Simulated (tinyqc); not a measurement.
Elastic strain and critical thickness of a cubic alloy layer A(1-x)B(x) on a thick substrate: one step, computed by the program tinyqc. Command: `OMP_NUM_THREADS=1 python tinyqc.py 3007998 3007999 out.jsonl misfit walk`. One thread of a shared host (Intel(R) Xeon(R) Processor @ 2.30GHz), about 0.01 s of CPU time with the checks.

Strain is positive in tension. The layer is coherent with the substrate unless said otherwise.

Question. Biaxial strain, stress and energy. (001): D = 2 C12/C11, M = C11 + C12 - 2 C12^2/C11. The free surface carries no normal stress, so e_perp = -D f; dV/V = 2 f + e_perp; stress = M f; energy per area = M f^2 h (1 GPa nm = 1 J/m^2).

Inputs (values chosen for the exercise, for a model alloy): layer thickness h = 4 nm.

Growth plane: (001).

elastic constants (GPa): C11 85.8400, C12 47.0824, C44 38.7236

misfit f = -0.02126212

Give: ratio D; normal strain e_perp; volume strain dV/V; biaxial modulus M; in-plane stress; strain energy per area.

Answer.

ratio D = 1.0970

normal strain e_perp = 0.023324

volume strain dV/V = -0.019200

biaxial modulus M = 81.274 GPa

in-plane stress = -1.7281 GPa

strain energy per area = 0.14697 J/m^2

Caution: above about 2 % misfit, linear elasticity is rough and compressed layers tend to form islands before dislocations.
